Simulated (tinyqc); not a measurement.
Band bending at a free surface with a continuum of surface states, surface photovoltage and Kelvin probe: two steps of the calculation.

n-type bulk, xi = Ec - EF = Vt ln(Nc/Nd), p0 = ni^2/Nd, ni = sqrt(Nc Nv) exp(-Eg/(2 Vt)), Eg in volts. b is the upward band bending, u = b/Vt. Space charge per area, in units of q: Qc = sign(b) sqrt((2 eps0 eps_r Vt/q) [(Nd + dn)(exp(-u) - 1) + Nd u + (p0 + dn)(exp(u) - 1)]), with dn the excess density under light (flat quasi-Fermi levels; 0 in the dark). The states hold -Ds (E0 - xi - b): negative while the Fermi level lies above the neutrality level. Neutrality: Qc + Qf + (charge of the states) = 0.

Parameters, values chosen for the exercise; band and dielectric values those of a made-up semiconductor:
```
symbol,value,unit,meaning
T,300,K,temperature
Eg,1.19,eV,band gap
eps_r,13.7,,relative permittivity
Nc,2.6e19,cm^-3,conduction-band density of states at T
Nv,2.03e19,cm^-3,valence-band density of states at T
Nd,7.9e15,cm^-3,donor density
Qf,3e11,cm^-2,fixed positive charge at the surface
Ds,2.5e12,cm^-2 eV^-1,density of surface states
E0,0.54,eV,depth of their neutrality level below the conduction edge
dn,8.7e10,cm^-3,excess carrier density under light
```

Constants: q = 1.602176634e-19 C, kB = 1.380649e-23 J/K, Vt = kB T/q, eps0 = 8.8541878128e-14 F/cm where lengths are in cm. Results are converted to the units shown.

Question 1. Band bending in the dark. Fixed-point step: b(new) = E0 - xi - (Qc(b) + Qf)/Ds.

b at the start = 0.26 V

Wanted: b after iteration 1.

Answer 1.

b after iteration 1 = 0.14368 V

Question 2. Surface photovoltage. Under chopped light the surface charge keeps its dark value, so b falls to bL with Qc(bL, dn) = Qc(b, 0); the photovoltage is b - bL. Qc rises with b, so bL follows by bisection.

converged b = 0.15995275 V

Find: bL; photovoltage; share of b removed; excess holes at the surface, dn exp(bL/Vt).

Answer 2.

bL = 0.15982 V
photovoltage = 0.13749 mV
share of b removed = 0.085955 %
excess holes at the surface, dn exp(bL/Vt) = 4.2101e13 cm^-3

Numbers from tinyqc (`OMP_NUM_THREADS=1 python tinyqc.py 2430080 2430081 out.jsonl`; about 0.01 s on one thread of a shared Intel Xeon 2.30GHz).
